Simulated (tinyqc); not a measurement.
# Worked calculation: bias-temperature instability, empirical power law with universal recovery

Program tinyqc, `OMP_NUM_THREADS=1 python tinyqc.py 2070085 2070086 out.jsonl`; Intel Xeon 2.30GHz, shared host, one thread, about 0.01 s. Printed values are rounded.

Threshold-voltage shift at the end of a stress: dV = A (V/V0)^g exp[-(Ea q/kB)(1/T - 1/T0)] (t/1 s)^n. After a delay tr the permanent share pp stays and the rest falls by r = 1/(1 + B (tr/t)^be). An empirical model: its parameters are fits, not properties.

Parameters, values chosen for the exercise: reference stress voltage V0 = 1.9 V; reference temperature T0 = 398 K; shift after 1 s at V0 and T0 A = 6.1 mV; time exponent n = 0.14; voltage exponent g = 5.1; apparent activation energy of the shift Ea = 0.08 eV; permanent share pp = 0.49; recovery scale B = 3.8; recovery dispersion be = 0.19; use voltage V = 0.83 V; use temperature T = 378 K; failure criterion dc = 70 mV; delay before the measurement tr = 0.001 s.

Constants: q = 1.602176634e-19 C, kB = 1.380649e-23 J/K. Results are converted to the units shown.

## Shift and lifetime at use conditions

The lifetime solves dV = dc; ten years are 3.15576e8 s.

voltage factor = 0.01464384
temperature factor = 0.8838957
shift after ten years = 1.222532 mV
lifetime = 3.597e13 years
largest voltage for ten years = 1.835491 V

The device passes: the shift at ten years is below dc. A lifetime beyond 100 years is a far extrapolation of the power law. In time the voltage exponent is g/n = 36.4 and the activation energy Ea/n = 0.571 eV.

## What a delayed measurement sees

t, point 0 to 2 (s): [100, 1000, 10000]

At V0 and T0, measured shift = dV [pp + (1 - pp) r]; the apparent exponent is the slope of ln(shift) against ln t between the first and last point.

| point | dV (mV) | share left | measured (mV) |
|---|---|---|---|
| 0 | 11.62331 | 0.8475517 | 9.851357 |
| 1 | 16.04463 | 0.8899104 | 14.27829 |
| 2 | 22.14776 | 0.9230330 | 20.44311 |

apparent n = 0.1585255

The delay hides 7.70 % of the last shift and raises the exponent from 0.14 to 0.159, since short stresses recover by a larger share.
